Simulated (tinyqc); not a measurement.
Undoped gate-all-around wire MOSFET, analytic charge model: one step of the calculation.

An undoped round wire of radius R under an insulator shell and a surrounding gate; long channel, electrons only, n = ni exp((psi - V)/Vt) with V the quasi-Fermi potential (0 at the source, Vd at the drain), constant mobility, no quantisation. The radial Poisson equation gives n(r) = n(0)/(1 - (1 - b) r^2/R^2)^2 with b = Q0/(Q + Q0). Q is the electron charge per area of the wire surface.

Question. Charge at the source by Newton steps. With V = 0: f = Q/Cox + Vt ln(Q/Q0) + Vt ln(1 + Q/Q0) - (Vg - V0); f' = 1/Cox + Vt/Q + Vt/(Q + Q0); Q(new) = Q - f/f'.

Parameters, values chosen for the exercise:
- T = 350 K (temperature)
- Vg = 0.37 V (gate voltage)

Constants: q = 1.602176634e-19 C, kB = 1.380649e-23 J/K, Vt = kB T/q. Results are converted to the units shown.

Q after iteration 1 = 85.123252 nC/cm^2
Cox = 2.9768244 uF/cm^2
Q0 = 252.09351 nC/cm^2
V0 = 0.32917335 V

Give: f; f'; Q after iteration 2.

Answer.

f = -0.036202 V
f' = 7.7969e-4 V cm^2/nC
Q after iteration 2 = 131.56 nC/cm^2

Computed by the program tinyqc: `OMP_NUM_THREADS=1 python tinyqc.py 2460037 2460038 out.jsonl`, one thread of a shared Intel Xeon 2.30GHz, about 0.01 s for the whole run.
